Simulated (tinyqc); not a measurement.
Luttinger-Kohn k.p, four valence bands, step by step. One step of it, computed by the program tinyqc.

Problem. Hole masses. E = c [g1 k^2 -/+ 2 sqrt(g2^2 k^4 + 3 (g3^2 - g2^2)(kx^2 ky^2 + ky^2 kz^2 + kz^2 kx^2))] with c = hbar^2/2m, and m* = hbar^2 k^2 / (2 E).

Luttinger parameters chosen for this model; energies are counted downward from the top of the valence band:
```
parameter     value  unit
g1         3.610000
g2         1.150000
g3         1.460000
```

Give: Masses.

Solution.

Masses (electron masses):
```
direction   heavy   light
[100]      0.7634  0.1692
[110]      1.2019  0.1565
[111]      1.4493  0.1531
```
